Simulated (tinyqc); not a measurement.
Local against global planarity over time: chemical-mechanical planarisation: Preston law, pattern density and step-height reduction. Computed by tinyqc, a small Python program. Command: `OMP_NUM_THREADS=1 python tinyqc.py 3007330 3007331 out.jsonl cmp walk`. One thread of a shared host (Intel(R) Xeon(R) Processor @ 2.30GHz), about 0.01 s of CPU time with the checks.

A row of 10 cells, repeated periodically, holds raised features that cover a share rho of each cell.

Inputs (values chosen for the exercise, close to those used for copper polishing):

| quantity | value | unit |
|---|---|---|
| Preston coefficient K | 4.8e-14 | 1/Pa |
| pressure P | 29 | kPa |
| platen and carrier speed | 110 | rpm |
| distance between the centres | 17 | cm |
| initial step height h0 | 430 | nm |
| contact height h_c | 46 | nm |
| film above the raised areas z0 | 970 | nm |
| cell size | 2.1 | mm |
| planarisation length | 2.7 | mm |

local pattern densities, cell by cell: 0.2  0.1  0.1  0.3  0.5  0.8  0.9  0.25  0.3  0.8

Method:
- With equal rotation speeds the relative speed is uniform, v = omega r_c; Preston rate R0 = K P v.
- The stiff pad averages the density: rho_eff(i) = sum_j w_ij rho_j / sum_j w_ij, w = exp(-2 d^2/L^2), L the planarisation length and d the distance between cell centres, summed over all periodic images of cell j.
- While h > h_c only raised areas polish, at R0/rho_eff, until t_c = rho_eff (h0 - h_c)/R0. After that h = h_c exp(-(t - t_c)/tau), tau = rho_eff h_c/R0; low areas polish at R0 (1 - h/h_c) and raised areas at R0 [1 + (1 - rho_eff) h/(rho_eff h_c)]. Removed from raised areas after t_c: h0 - h_c + R0 (t - t_c) + (1 - rho_eff)(h_c - h); from low areas: R0 (t - t_c) - rho_eff (h_c - h). Film left = z0 less the removal from raised areas.
- Times are multiples of h0/R0; the range is the largest minus the smallest removal from raised areas.

effective densities: 0.292487  0.122920  0.139464  0.301478  0.518490  0.757840  0.756357  0.384879  0.385694  0.590392

blanket rate R0 = 2.72590 nm/s

Steps and range (nm):

| multiple | t (s) | largest step | smallest step | range across the row | mean removal from raised areas |
|---|---|---|---|---|---|
| 0.10 | 15.77 | 373.26 | 80.179 | 293.08 | 144.04 |
| 0.20 | 31.55 | 316.52 | 0.048 | 349.62 | 248.33 |
| 0.30 | 47.32 | 259.78 | 0.000 | 335.92 | 332.37 |
| 0.45 | 70.99 | 174.67 | 0.000 | 315.31 | 424.90 |
| 0.60 | 94.65 | 89.56 | 0.000 | 294.70 | 500.12 |
| 0.80 | 126.20 | 10.06 | 0.000 | 275.45 | 590.74 |
| 1.00 | 157.75 | 0.85 | 0.000 | 273.22 | 677.21 |
| 1.30 | 205.07 | 0.02 | 0.000 | 273.02 | 806.25 |
| 1.70 | 268.17 | 0.00 | 0.000 | 273.02 | 978.25 |

What does the comparison show, and why?

Local steps shrink to 0.01 nm or less, but the range across the row reaches up to 349.6 nm among these rows and ends at 273.0 nm, against the limit (largest - smallest rho_eff) h0 = 273.0 nm: once flat, all cells polish alike and the difference stays. Evener density (dummy fill), a longer planarisation length or a smaller initial step reduces it. Caution: in the last rows the removal passes z0 somewhere, so they describe a thicker film than the one given.

Extremes, crossings and ranges named in words are read from the listed rows.
